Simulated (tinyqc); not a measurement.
Crystallisation kinetics and data retention of a phase-change cell: two steps of the calculation.

Johnson-Mehl-Avrami-Kolmogorov law X = 1 - exp(-y^n), y = integral of k dt, k = (1/100 s) exp[-(Ec q/kB)(1/T - 1/T1)].

Parameters, values chosen for the exercise; values of the order of Ge-Sb-Te and related chalcogenides: activation energy of crystallisation Ec = 1.91 eV; temperature at which the rate k is 1/(100 s) T1 = 411 K; Avrami exponent n = 2.5; crystalline share at which the state is lost Xf = 0.4; storage temperature T = 330 K; heating rate b = 20 K/min; start of the ramp table Ta = 386 K; step of the table dT = 6 K; steps m = 10.

Constants: q = 1.602176634e-19 C, kB = 1.380649e-23 J/K. Results are converted to the units shown.

Task 1. Retention. At fixed T the state fails at t = (-ln(1 - Xf))^(1/n)/k; ten years are 3.15576e8 s.

Give: k; y at failure; time to fail; the same in years; temperature for ten years.

Result 1.

k = 1.783e-8 1/s
y at failure = 0.7644
time to fail = 4.286e7 s
the same in years = 1.358
temperature for ten years = 320.5 K

The cell misses ten years at 330 K.

Task 2. A heating ramp. T rises at the rate b. Start with y = k (kB Ta^2/(q Ec))/b, the integral from cold to Ta to leading order; over each step k is taken as exponential in T, so y gains (dT/b)(k2 - k1)/ln(k2/k1). dX/dt = n y^(n - 1) k exp(-y^n), listed as 0 once y^n exceeds 23.

Find: T; k; y; X; dX/dt.

Result 2.

```
point	T (K)	k (1/s)	y	X	dX/dt (1/s)
0	386	3.042e-4	0.006134	2.947e-6	3.653e-7
1	392	7.325e-4	0.01491	2.713e-5	3.333e-6
2	398	0.001718	0.03571	2.410e-4	2.898e-5
3	404	0.003928	0.08382	0.002032	2.378e-4
4	410	0.008768	0.1923	0.01609	0.001819
5	416	0.01912	0.4313	0.1150	0.01198
6	422	0.04078	0.9461	0.5813	0.03929
7	428	0.08517	2.031	0.9972	0.001724
8	434	0.1743	4.271	1.000	0
9	440	0.3497	8.805	1.000	0
10	446	0.6886	17.81	1.000	0
```

Range of the model: One Arrhenius rate is assumed; incubation, growth from the boundary and the non-Arrhenius kinetics of the supercooled liquid are left out.

Program tinyqc, `OMP_NUM_THREADS=1 python tinyqc.py 2490114 2490115 out.jsonl`; Intel Xeon 2.30GHz, shared host, one thread, about 0.02 s.
